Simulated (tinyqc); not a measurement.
Static screening by free carriers: one step. Lindhard function at one q. Five cases, with inputs chosen for the exercise.

Question. Compare with Thomas-Fermi, 1 + (qTF/q)^2.

Lindhard at zero temperature: eps(q)/eps = 1 + (qTF/q)^2 L(x), x = q/(2 kF), L(x) = 1/2 + ((1 - x^2)/(4x)) ln|(1 + x)/(1 - x)|.

Case 1.

Values chosen (out of a larger set: near those of Ge; not measured data): q = 0.0576 1/angstrom (wave vector).

kF = 0.01722146 1/angstrom
qTF = 0.04768749 1/angstrom

Case 2.

Values chosen (out of a larger set: a free-electron density near that of Al; not measured data): q = 0.885 1/angstrom (wave vector).

kF = 1.746752 1/angstrom
qTF = 2.050077 1/angstrom

Case 3.

Values chosen (out of a larger set: near those of Si; not measured data): q = 0.00542 1/angstrom (wave vector).

kF = 0.02214271 1/angstrom
qTF = 0.09586221 1/angstrom

Case 4.

Values chosen (out of a larger set: a free-electron density near that of Al; not measured data): q = 2.64 1/angstrom (wave vector).

kF = 1.733716 1/angstrom
qTF = 2.042412 1/angstrom

Case 5.

Values chosen (out of a larger set: a free-electron density near that of Al; not measured data): q = 2.95 1/angstrom (wave vector).

kF = 1.740258 1/angstrom
qTF = 2.046262 1/angstrom

Give: x; L(x); eps(q)/eps, Lindhard; eps(q)/eps, Thomas-Fermi.

Answer.

Case 1.

x = 1.6723
L(x) = 0.1294
eps(q)/eps, Lindhard = 1.089
eps(q)/eps, Thomas-Fermi = 1.685

The carriers respond with 13 % of their long-wave strength at this q, beyond 2 kF, where no pair of states on the Fermi surface is joined by q. The zero-temperature form is an exercise here: at the temperature of this gas EF is only 0.77 kT.

Case 2.

x = 0.2533
L(x) = 0.9783
eps(q)/eps, Lindhard = 6.250
eps(q)/eps, Thomas-Fermi = 6.366

The carriers respond with 98 % of their long-wave strength at this q.

Case 3.

x = 0.1224
L(x) = 0.9950
eps(q)/eps, Lindhard = 312.3
eps(q)/eps, Thomas-Fermi = 313.8

The carriers respond with 99 % of their long-wave strength at this q. The zero-temperature form is an exercise here: at the temperature of this gas EF is only 0.34 kT.

Case 4.

x = 0.7614
L(x) = 0.7759
eps(q)/eps, Lindhard = 1.464
eps(q)/eps, Thomas-Fermi = 1.599

The carriers respond with 78 % of their long-wave strength at this q.

Case 5.

x = 0.8476
L(x) = 0.7072
eps(q)/eps, Lindhard = 1.340
eps(q)/eps, Thomas-Fermi = 1.481

The carriers respond with 71 % of their long-wave strength at this q.

Computed by tinyqc, one run a case: `OMP_NUM_THREADS=1 python tinyqc.py N N+1 out.jsonl` with N = 1681794, 1681989, 1682103, 1682253, 1682411; one thread of a shared Intel(R) Xeon(R) Processor @ 2.30GHz, about 0.01 s a run at most.
